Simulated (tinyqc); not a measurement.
# Front-illuminated p-i-n photodiode, quantum efficiency and bandwidth: effects of single changes

Light enters through a p layer (0 to xp), a depleted layer (xp to xp + wi) and a thick n substrate, decaying as exp(-al x); one pass, no back reflection. Carriers made in the depleted layer are all collected; those in the neutral layers diffuse.

Parameters, values chosen for the exercise; values close to those of silicon at this wavelength:
- lam = 850 nm (wavelength)
- al = 544 1/cm (absorption coefficient)
- Rf = 0.05 (reflectance of the front face)
- eps_r = 11.9 (relative permittivity)
- xp = 0.11 um (thickness of the front p layer)
- wi = 21 um (thickness of the depleted layer)
- Dn = 6 cm^2/s (electron diffusion coefficient in the p layer)
- Ln = 5 um (electron diffusion length in the p layer)
- S = 3000 cm/s (recombination velocity of the front surface)
- Lp = 2.6 um (hole diffusion length in the thick n substrate)
- ve = 9.61e6 cm/s (electron drift velocity)
- vh = 6.96e6 cm/s (hole drift velocity)
- dia = 16 um (diameter)
- RL = 50 ohm (load resistance)
- Cp = 20 fF (parasitic capacitance)

Constants: q = 1.602176634e-19 C, h = 6.62607015e-34 J s, c = 299792458 m/s, eps0 = 8.8541878128e-14 F/cm where lengths are in cm. Results are converted to the units shown.

Each table varies one quantity; the others keep the values above.

## Efficiency and bandwidth against the thickness of the depleted layer

k = al Ln, s = S Ln/Dn, e = exp(-al xp); front layer f1 = (k/(k^2 - 1)) {[s + k - e (s cosh(xp/Ln) + sinh(xp/Ln))]/[s sinh(xp/Ln) + cosh(xp/Ln)] - k e}; depleted layer f2 = e (1 - exp(-al wi)); substrate f3 = e exp(-al wi) al Lp/(1 + al Lp); external efficiency (1 - Rf)(f1 + f2 + f3); responsivity = efficiency q lam/(h c). Drift response for pairs made in the depleted layer, a = al wi, g = 1 - exp(-a), u = 2 pi i f, te = wi/ve, th = wi/vh: electrons He = [g - a (exp(-a) - exp(-u te))/(u te - a)]/(u te g), holes Hh = [g - a (1 - exp(-a - u th))/(a + u th)]/(u th g); C = eps0 eps_r pi (dia/2)^2/wi + Cp; total |He + Hh|/sqrt(1 + (2 pi f RL C)^2), for the current of the depleted layer alone. Limits are the frequencies at which each factor falls to 1/sqrt(2); inverse-square sum (f_transit^-2 + f_RC^-2)^(-1/2); the diffusion currents f1 and f3 are left out of the bandwidth.

Efficiency and bandwidth against the thickness of the depleted layer:
columns A: wi (um); B: f2; C: f1 + f3; D: responsivity (A/W); E: transit limit (GHz); F: RC limit (GHz); G: 3 dB bandwidth (GHz); H: inverse-square sum (GHz); I: bandwidth x (1 - Rf) f2 (GHz)
```
A         B         C       D       E      F       G       H       I
2.6  0.1311    0.1129  0.1589   16.96  113.1   16.69   16.77   2.079
4.4  0.2116    0.1029  0.2048   10.08  128.3   10.03   10.05   2.017
7.4  0.3294   0.08830  0.2721   6.047  139.2   6.039   6.042   1.890
12   0.4766   0.07007  0.3560   3.778  146.2   3.776   3.777   1.709
21   0.6769   0.04525  0.4703   2.206  151.5   2.206   2.206   1.418
35   0.8460   0.02430  0.5668   1.354  154.5   1.354   1.354   1.088
59   0.9539   0.01092  0.6284  0.8133  156.3  0.8133  0.8133  0.7370
100  0.9897  0.006483  0.6488  0.4703  157.5  0.4703  0.4703  0.4422
170  0.9939  0.005961  0.6512  0.2650  158.2  0.2650  0.2650  0.2502
```

Read the table: what changes, and by how much?

As wi goes from 2.6 to 170, the responsivity rises from 0.159 to 0.651 A/W and the bandwidth falls from 16.7 to 0.265 GHz. The transit limit is the lower one in every row. Adding inverse squares of the two limits is within 0.48 % of the full result. The product of bandwidth and fast efficiency falls from 2.08 to 0.250 GHz. For wi = 2.6, 4.4 the diffusion currents exceed 0.3 of the drift current; their own response times, left out, may then shape the whole response.

## Efficiency and bandwidth against the thickness of the front p layer

Same model as above.

The same in every row: transit limit (GHz) = 2.206; RC limit (GHz) = 151.5; 3 dB bandwidth (GHz) = 2.206; inverse-square sum (GHz) = 2.206.

Efficiency and bandwidth against the thickness of the front p layer:
```
xp (um)      f2  f1 + f3  responsivity (A/W)  bandwidth x (1 - Rf) f2 (GHz)
0.02     0.6802  0.04058              0.4694                          1.425
0.04     0.6795  0.04162              0.4696                          1.424
0.08     0.6780  0.04370              0.4700                          1.421
0.2      0.6736  0.04987              0.4712                          1.411
0.4      0.6663  0.05995              0.4730                          1.396
0.7      0.6555  0.07455              0.4755                          1.374
1        0.6449  0.08846              0.4776                          1.351
3        0.5784   0.1605              0.4813                          1.212
```

What does the comparison show?

As xp goes from 0.02 to 3, the responsivity rises from 0.469 to 0.481 A/W and the bandwidth stays at 2.21 GHz. The transit limit is the lower one in every row. Adding inverse squares of the two limits is within 0.0047 % of the full result.

Computed by the program tinyqc: `OMP_NUM_THREADS=1 python tinyqc.py 2250034 2250035 out.jsonl`, one thread of a shared Intel Xeon 2.30GHz, about 0.01 s for the whole run.
